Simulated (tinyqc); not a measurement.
Yield per ion against the flux ratio: ion-assisted plasma etching: sheath, surface coverage, synergy and aspect-ratio dependence. Computed by tinyqc, a small Python program. Command: `OMP_NUM_THREADS=1 python tinyqc.py 3012022 3012023 out.jsonl etch walk`. One thread of a shared host (Intel(R) Xeon(R) Processor @ 2.30GHz), about 0.07 s of CPU time with the checks.

Radicals adsorb on bare sites; ions remove covered sites with a high yield and bare sites by sputtering; a slow spontaneous reaction acts everywhere, walls included.

Inputs (values chosen for the exercise, close to those used for silicon dioxide in a fluorocarbon plasma):
```
quantity                                value       unit
plasma density n_e                    3.1e+11     1/cm^3
electron temperature T_e                  2.9         eV
ion mass M_i                               40          u
sheath voltage V                           80          V
radical density n                     7.3e+13     1/cm^3
radical mass M_n                           19          u
gas temperature T_g                       400          K
sticking coefficient s                   0.17          -
radicals per removed unit x                 4          -
yield slope b                            0.28  eV^(-1/2)
threshold E_th                            9.9         eV
sputter slope b_p                       0.014  eV^(-1/2)
sputter threshold E_p                      39         eV
spontaneous reaction probability k_c  2.1e-05          -
solid density N                       2.2e+22     1/cm^3
ion temperature T_i                      0.49         eV
```

Feature: round hole.

Constants: e = 1.602176634e-19 C; u = 1.6605390666e-27 kg; k_B = 1.380649e-23 J/K; eps_0 = 8.8541878128e-12 F/m.

Method:
- Bohm speed u_B = sqrt(e T_e/M_i); ion flux G_i = 0.61 n_e u_B; radical flux G_n = n c/4 with c = sqrt(8 k_B T_g/(pi M_n)).
- Debye length lambda_D = sqrt(eps_0 T_e/(e n_s)) with n_s = 0.61 n_e, T_e in volts; Child-law sheath d = (sqrt2/3) lambda_D (2 V/T_e)^(3/4); ion energy E = V + T_e/2; angular spread = arctan(sqrt(T_i/E)).
- Yields: Y = b (sqrt(E) - sqrt(E_th)) on covered sites, Y_p = b_p (sqrt(E) - sqrt(E_p)) on bare ones (zero below threshold).
- Steady coverage: s G_n (1 - theta) = x Y G_i theta; removal flux = Y G_i theta + Y_p G_i (1 - theta) + k_c G_n; rate = flux/N, 1 cm/s = 6e8 nm/min.
- The ion flux is fixed and the radical flux set by the ratio; the removal per ion is the removal flux over G_i.

yield Y = 1.64599

sputter yield Y_p = 0.0389195

ion flux G_i = 5.00140e+16 1/(cm^2 s)

Open field:
```
G_n/G_i    theta  rate (nm/min)  removal per ion
0.3      0.00769           69.9           0.0513
1        0.02517          108.3           0.0794
3        0.07189          210.8           0.1545
10       0.20522          503.2           0.3689
30       0.43650         1010.8           0.7410
100      0.72083         1636.1           1.1994
300      0.88566         2003.1           1.4685
1000     0.96271         2192.1           1.6071
3000     0.98725         2303.2           1.6885
```

What does the comparison show, and why?

Coverage reaches one half at G_n/G_i = x Y/s = 38.7. Below that the ion-assisted part follows the radical flux, on top of the sputter floor Y_p = 0.0389; above it the ion-assisted part saturates at Y = 1.65 per ion.
